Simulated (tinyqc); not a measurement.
MP2 on RHF in the sto-3g basis, for H3+, spin multiplicity 1, step by step. One step of it, computed by the program tinyqc.

Question. Second-order Moller-Plesset energy. E2 = sum_ijab (ia|jb) [2 (ia|jb) - (ib|ja)] / (e_i + e_j - e_a - e_b) over occupied i, j and virtual a, b; the opposite-spin part is (ia|jb)^2 / denominator, the rest is same-spin, and SCS-MP2 scales them by 6/5 and 1/3.

orbital energies (hartree): MO1 -1.098365, MO2 -0.114618, MO3 -0.046976

Two-electron integrals over orbitals (pq|rs), unique and non-zero (hartree):
```
(11|11) 0.576965    (21|11) -0.009889   (21|21) 0.143793    (22|11) 0.555423
(22|21) 0.098141    (22|22) 0.650530    (31|31) 0.144657    (32|31) -0.093975
(32|32) 0.071543    (33|11) 0.567524    (33|21) -0.102437   (33|22) 0.487603
(33|33) 0.654996
```

Hartree-Fock energy = -1.24226183 hartree

Give: Terms; Pair energies; MP2 correlation energy; SCS-MP2 correlation energy; MP2 total energy.

Answer.

Terms:

| i | j | a | b | (ia\|jb) | (ib\|ja) | denominator | term |
|---|---|---|---|---|---|---|---|
| 1 | 1 | 2 | 2 | 0.144 | 0.144 | -1.967 | -0.011 |
| 1 | 1 | 3 | 3 | 0.145 | 0.145 | -2.103 | -0.010 |

Pair energies (hartree; pair i-j sums ij and ji):

| pair | opposite spin | same spin |
|---|---|---|
| 1-1 | -0.020 | 0.000 |

MP2 correlation energy = -0.02046 hartree

SCS-MP2 correlation energy = -0.02455 hartree

MP2 total energy = -1.26272 hartree
